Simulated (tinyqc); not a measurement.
Solid solubility of a dopant against its melt (retrograde solidus), clustering and the electrically active fraction: one step, computed by the program tinyqc.

Problem. Liquidus and solidus at T. x_l and x_s are atom fractions of the dopant in melt and solid; the solid is dilute. Liquidus of the host: R T ln(1 - x_l) + L x_l^2 = -H_f (1 - T/T_m). Distribution: k = x_s/x_l = exp[L (1 - x_l)^2/(R T)] exp(S/k_B - H/(k_B T)), the first factor being the activity coefficient in the melt. Solubility = x_s N0; at T_m x_l = 0.

Inputs (values chosen for the exercise, of the order of those of aluminium in silicon for the solubility):
```
quantity                                   value    unit
melting point of the host T_m               1687       K
heat of melting of the host H_f             50.2  kJ/mol
interaction L of the melt                   -3.5  kJ/mol
enthalpy of transfer from melt to solid H  0.608      eV
entropy of transfer S                      -1.62     k_B
site density N0                            5e+22  1/cm^3
temperature T                               1090       K
```

Constants: R = 8.314462618 J/(mol K); k_B = 8.617333262e-05 eV/K.

Give: x_l; distribution coefficient k; x_s; solubility; k at the melting point.

Solution.

x_l = 0.81768

distribution coefficient k = 3.0178e-04

x_s = 2.4676e-04

solubility = 1.2338e+19 1/cm^3

k at the melting point = 0.0023535

k has changed by a factor 0.13 from its value at T_m, while x_l has grown from 0 to 0.818.
